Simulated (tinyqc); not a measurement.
Changing the wafer radius R: thermal and gravitational stress in a wafer during furnace and rapid thermal processing, and the onset of slip. Computed by tinyqc, a small Python program. Command: `OMP_NUM_THREADS=1 python tinyqc.py 3027048 3027049 out.jsonl slip sweep`. One thread of a shared host (Intel(R) Xeon(R) Processor @ 2.30GHz), about 0.01 s of CPU time with the checks.

A thin free disc in plane stress, isotropic; T(r) = T_centre + dT (r/R)^n with n = 2. Stress is positive in tension; sigma_SB = 5.670374419e-8 W/(m^2 K^4), g = 9.80665 m/s^2.

Inputs (values chosen for the exercise, modelled on silicon): thickness t = 775 micrometre; Young's modulus E = 162 GPa; Poisson ratio nu = 0.24; expansion alpha = 4.2 1e-6/K; temperature T = 1000 K; prefactor A of the critical stress = 0.00027 MPa; energy U of the critical stress = 1.1 eV; density rho = 2330 kg/m^3; heat capacity c = 931 J/(kg K); conductivity k = 26.4 W/(m K); wafer spacing s = 5.4 mm; ramp rate = 11 K/min; radius of the support ring over R = 0.67.

Constants: k_B = 8.617333262e-05 eV/K.

Method:
- Critical resolved stress tau_c = A exp(U/(k_B T)), a form chosen for the exercise; slip when 0.492799 |s_tt(R)| > tau_c; allowed |dT| = tau_c (n + 2)/(0.492799 n alpha E).
- In a stack heated from the rim, heat flows inward by conduction and by radiation between wafers: k_eff = k + (16/3) sigma_SB T^3 s^2/t (a diffusion estimate with the spacing as path length). A steady ramp gives the parabolic lag dT = rho c (ramp) R^2/(4 k_eff); the allowed ramp uses n = 2.
- Own weight q = rho g t on a ring of radius b R, x = r/R: moments of an edge-supported plate, M_r = q R^2 (3 + nu)(1 - x^2)/16 and M_t = q R^2 [(3 + nu) - (1 + 3 nu) x^2]/16, less the uniform moment inside the ring load, q R^2 [(1 - nu)(1 - b^2) - 2 (1 + nu) ln b]/8; stress at the lower face = 6 M/t^2.

One run for each value:
```
wafer radius R (mm)  allowed ramp rate (K/min)  lag of the centre (K)  stress at the centre (MPa)
50.0                                    941.74                   6.58                     0.01150
62.5                                    602.71                  10.28                     0.01796
75.0                                    418.55                  14.80                     0.02587
100.0                                   235.43                  26.32                     0.04599
150.0                                   104.64                  59.21                     0.10348
225.0                                    46.51                 133.23                     0.23282
```

Describe and explain the trends.

Over the rows, allowed ramp rate (K/min) falls from 942 to 46.5 (exponent d ln y / d ln x about -2.0 throughout); lag of the centre (K) rises from 6.58 to 133 (exponent d ln y / d ln x about 2.0 throughout); stress at the centre (MPa) rises from 0.0115 to 0.233. The exponent of allowed ramp rate stays at -2: diffusion over the radius. The exponent of lag of the centre stays at 2: diffusion over the radius. The thickness is held fixed; lag and sag stress both grow as R^2, which is why larger wafers are thicker and ramped more slowly or heated singly.
